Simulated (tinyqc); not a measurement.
UHF in the 3-21g basis, for H2, spin multiplicity 1, step by step. One step of it, computed by the program tinyqc.

Task: Iteration 1: building the Fock matrix. J_ij = sum D_kl (ij|kl) with D = D(alpha) + D(beta), K_ij = sum D_kl (ik|jl) for each spin; F = H + J - K(s); E = tr D H + tr D J / 2 - 0.5 sum_s tr D(s) K(s) + E_nn.

D(alpha) at the start, lower triangle:
```
          1H 1s     1H 2s     2H 1s     2H 2s
1H 1s  0.178254
1H 2s  0.196923  0.217547
2H 1s  0.120388  0.132997  0.081308
2H 2s  0.028294  0.031257  0.019109  0.004491
```

D(beta) at the start, lower triangle:
```
          1H 1s     1H 2s     2H 1s     2H 2s
1H 1s  0.081308
1H 2s  0.019109  0.004491
2H 1s  0.120388  0.028294  0.178254
2H 2s  0.132997  0.031257  0.196923  0.217547
```

core Hamiltonian H = T + V (hartree), lower triangle:
```
           1H 1s      1H 2s      2H 1s      2H 2s
1H 1s  -0.744115
1H 2s  -0.855154  -0.903902
2H 1s  -0.502033  -0.620683  -0.744115
2H 2s  -0.620683  -0.775961  -0.855154  -0.903902
```

Two-electron integrals (ij|kl) in chemists' order, unique and non-zero (hartree):
```
(11|11) 1.140145   (21|11) 0.611403   (21|21) 0.345152   (22|11) 0.626370
(22|21) 0.380329   (22|22) 0.482957   (31|11) 0.220653   (31|21) 0.127259
(31|22) 0.144528   (31|31) 0.065364   (32|11) 0.256012   (32|21) 0.157077
(32|22) 0.201330   (32|31) 0.087104   (32|32) 0.136874   (33|11) 0.562900
(33|21) 0.354197   (33|22) 0.475144   (33|31) 0.220653   (33|32) 0.377154
(33|33) 1.140145   (41|11) 0.377154   (41|21) 0.214027   (41|22) 0.237915
(41|31) 0.087104   (41|32) 0.110237   (41|33) 0.256012   (41|41) 0.136874
(42|11) 0.439392   (42|21) 0.269095   (42|22) 0.349211   (42|31) 0.117703
(42|32) 0.176276   (42|33) 0.439392   (42|41) 0.176276   (42|42) 0.276609
(43|11) 0.354197   (43|21) 0.221440   (43|22) 0.296872   (43|31) 0.127259
(43|32) 0.214027   (43|33) 0.611403   (43|41) 0.157077   (43|42) 0.269095
(43|43) 0.345152   (44|11) 0.475144   (44|21) 0.296872   (44|22) 0.406444
(44|31) 0.144528   (44|32) 0.237915   (44|33) 0.626370   (44|41) 0.201330
(44|42) 0.349211   (44|43) 0.380329   (44|44) 0.482957
```

nuclear repulsion = 0.57332309 hartree

Give: Coulomb J; exchange K(alpha); exchange K(beta); F(alpha); F(beta); total energy of this density.

Result:

Coulomb J (hartree), lower triangle:
```
       1H 1s  1H 2s  2H 1s  2H 2s
1H 1s  1.469
1H 2s  0.860  1.031
2H 1s  0.391  0.566  1.469
2H 2s  0.566  0.821  0.860  1.031
```

exchange K(alpha) (hartree), lower triangle:
```
       1H 1s  1H 2s  2H 1s  2H 2s
1H 1s  0.650
1H 2s  0.516  0.464
2H 1s  0.332  0.329  0.367
2H 2s  0.402  0.380  0.326  0.341
```

exchange K(beta) (hartree), lower triangle:
```
       1H 1s  1H 2s  2H 1s  2H 2s
1H 1s  0.367
1H 2s  0.326  0.341
2H 1s  0.332  0.402  0.650
2H 2s  0.329  0.380  0.516  0.464
```

F(alpha) (hartree), lower triangle:
```
        1H 1s   1H 2s   2H 1s   2H 2s
1H 1s   0.075
1H 2s  -0.511  -0.337
2H 1s  -0.443  -0.384   0.358
2H 2s  -0.457  -0.335  -0.321  -0.214
```

F(beta) (hartree), lower triangle:
```
        1H 1s   1H 2s   2H 1s   2H 2s
1H 1s   0.358
1H 2s  -0.321  -0.214
2H 1s  -0.443  -0.457   0.075
2H 2s  -0.384  -0.335  -0.511  -0.337
```

total energy of this density = -1.06035 hartree
